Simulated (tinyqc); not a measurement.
Leakage against temperature: trap-assisted generation and recombination current of an abrupt junction. Computed by tinyqc, a small Python program. Command: `OMP_NUM_THREADS=1 python tinyqc.py 3010687 3010688 out.jsonl junctionleak walk`. One thread of a shared host (Intel(R) Xeon(R) Processor @ 2.30GHz), about 0.01 s of CPU time with the checks.

Depletion approximation, flat quasi-Fermi levels across the depleted layer, long neutral regions with minority lifetimes tau_n and tau_p, full ionisation and Boltzmann statistics. Voltages in exponents stand for e V.

Inputs (values chosen for the exercise, with bands and screening modelled on GaSb):
```
quantity                              value    unit
gap E_g                               0.732      eV
electron mass m_e                    0.0386     m_0
valleys M_c                               1       -
hole mass m_h                         0.415     m_0
dielectric constant eps                  16       -
acceptor density N_A                9.2e+16   cm^-3
donor density N_D                   2.6e+18   cm^-3
capture time tau_n                  1.4e-05       s
capture time tau_p                  2.6e-09       s
trap level E_t - E_i                 -0.057      eV
electron diffusion coefficient D_n       21  cm^2/s
hole diffusion coefficient D_p          1.1  cm^2/s
reverse bias V_r                        6.1       V
temperature T                           300       K
tunnelling mass m_t                    0.32     m_0
```

Field enhancement: Hurkx tunnelling factor.

Constants: k_B = 8.617333262e-05 eV/K; m_0 = 9.1093837015e-31 kg; k_B = 1.380649e-23 J/K; h = 6.62607015e-34 J s; e = 1.602176634e-19 C; eps_0 = 8.8541878128e-12 F/m; hbar = 1.054571817e-34 J s.

Method:
- N_c = 2 M_c (2 pi m_e k_B T/h^2)^(3/2) and N_v = 2 (2 pi m_h k_B T/h^2)^(3/2), masses in units of m_0.
- n_i = sqrt(N_c N_v) exp(-E_g/2 k_B T); V_bi = (k_B T/e) ln(N_A N_D/n_i^2); diffusion saturation current J_d0 = e n_i^2 [sqrt(D_n/tau_n)/N_A + sqrt(D_p/tau_p)/N_D].
- W = sqrt(2 eps eps_0 (V_bi - V)(1/N_A + 1/N_D)/e), x_p = W N_D/(N_A + N_D), x_n = W - x_p, peak field F_m = 2 (V_bi - V)/W; reverse bias means V = -V_r.
- Both capture times are divided by 1 + Gamma, Gamma = 2 sqrt(3 pi) (F/F_G) exp((F/F_G)^2), F_G = sqrt(24 m_t (k_B T)^3)/(e hbar) (the low-field Hurkx form), F being the local field, linear in x from 0 at the edges to F_m.
- Potential from the p edge: phi = (V_bi - V) x^2/(x_p W) on the p side and (V_bi - V)[1 - (W - x)^2/(x_n W)] on the n side; p = N_A exp(-phi/k_B T), n = n_i^2 exp(V/k_B T)/p; U = (n p - n_i^2)/[tau_p (n + n_i exp(dE/k_B T)) + tau_n (p + n_i exp(-dE/k_B T))], dE = E_t - E_i, n1 = n_i exp(dE/k_B T), p1 = n_i exp(-dE/k_B T); J_t = e int U dx by the trapezoid rule on 400 intervals on each side.
- The gap, capture times and diffusion coefficients are held fixed. J_g = -J_t at V = -V_r. The last column is -k_B d ln(J_g + J_d0)/d(1/T) from this row and the one above.

peak field F_m = 369379 V/cm

Reverse current:
```
T (K)  generation (A/cm^2)  diffusion (A/cm^2)  activation energy (eV)
240             4.2383e-09          9.4530e-13                       -
270             3.2534e-08          6.8700e-11                 0.37971
300             1.7730e-07          2.1906e-09                 0.39687
340             1.1295e-06          8.9197e-08                 0.42090
380             5.0656e-06          1.7275e-06                 0.47822
420             1.7501e-05          1.9606e-05                 0.58379
480             7.8625e-05          3.6671e-04                 0.71952
```

What follows from these numbers?

The activation energy goes from 0.380 to 0.720 eV. Generation alone gives about E_g/2 + dE if tau_p exp(dE/k_B T) exceeds tau_n exp(-dE/k_B T), else E_g/2 - dE, here 0.423 eV, plus 1.5 k_B T, less where tunnelling helps, and diffusion E_g = 0.732 eV plus 3 k_B T; diffusion takes over by 420 K. Caution: one side is doped near or above its effective density of states, so Boltzmann statistics understate V_bi. Caution: at such a field avalanche multiplication or band-to-band tunnelling, left out here, may dominate the reverse current.

Extremes, crossings and ranges named in words are read from the listed rows.
